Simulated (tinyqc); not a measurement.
## Charge-trap memory cell: effect of the gate voltage

Channel, tunnel oxide, storage layer, blocking layer, gate. N electrons per area sit in a sheet at the centroid and shift the threshold by U = (q/eps0) N (tb/eb + xc tn/en). EOT = t1 + 3.9 (tn/en + tb/eb); tunnel field F = (Vg - U)/EOT; dN/dt = eta (J/q)(1 - N/Nm). Fowler-Nordheim: J = A F^2 exp(-B/F), A = q^2/(16 pi^2 hbar mo phi) (times 1e14 for A/cm^2 with F in V/nm, emitter mass m0), B = (4/3) sqrt(mo/C) phi^1.5, C = hbar^2/(2 m0).

After 1e-5 s. The rate equation is integrated from N = 0 to the digits shown; blocking field (3.9 F + q N/eps0)/eb.

Values chosen for this exercise; oxide values close to those of silicon dioxide, storage layer close to silicon nitride, blocking layer close to silicon dioxide:
```
symbol,value,unit,meaning
phi,3.08,eV,tunnel barrier
mo,0.43,m0,tunnelling mass
t1,4.7,nm,tunnel oxide (permittivity 3.9)
tn,8.4,nm,storage layer
en,7.2,,its relative permittivity
tb,7.7,nm,blocking layer
eb,3.9,,its relative permittivity
xc,0.65,,"charge centroid, share of tn counted from the blocking side"
eta,0.95,,capture efficiency of an empty layer
Nm,6.6e12,cm^-2,trap density
```

Constants: q = 1.602176634e-19 C, hbar = 1.054571817e-34 J s, m0 = 9.1093837015e-31 kg, eps0 = 8.8541878128e-14 F/cm where lengths are in cm, hbar^2/(2 m0) = 0.0380998212 eV nm^2. Results are converted to the units shown.

Results:
```
Vg (V)     N/Nm   U (V)  F (V/nm)  blocking field (V/nm)
17      0.03132  0.1022    0.9969                  1.007
17.9    0.09677  0.3158     1.037                  1.067
18.7     0.2053  0.6699     1.064                  1.127
19.6     0.3712   1.211     1.085                  1.199
21.3     0.7094   2.315     1.120                  1.337
22.1     0.8439   2.754     1.141                  1.400
23       0.9510   3.104     1.174                  1.465
```

Estimate the missing row, Vg = 20.4 V.

Computed row:
```
Vg (V)    N/Nm  U (V)  F (V/nm)  blocking field (V/nm)
20.4    0.5335  1.741     1.101                  1.264
```

With this row back in the table: U rises from 0.102 to 3.10 V; the slope between neighbouring rows is at most 0.662 and 0.388 between the last two rows. In the upper rows it falls short of the 1 of a floating gate because capture weakens as the traps fill (95.1 % in the last row); where little charge has entered in the time given, the slope is small in any case. The blocking field reaches 14.7 MV/cm, where electrons may escape to the gate, which the model leaves out.

Range of the model: The Fowler-Nordheim form needs F t1 above phi; trap-assisted paths and leakage through the blocking layer are left out.

Numbers from tinyqc (`OMP_NUM_THREADS=1 python tinyqc.py 2130171 2130172 out.jsonl`; about 0.06 s on one thread of a shared Intel Xeon 2.30GHz).
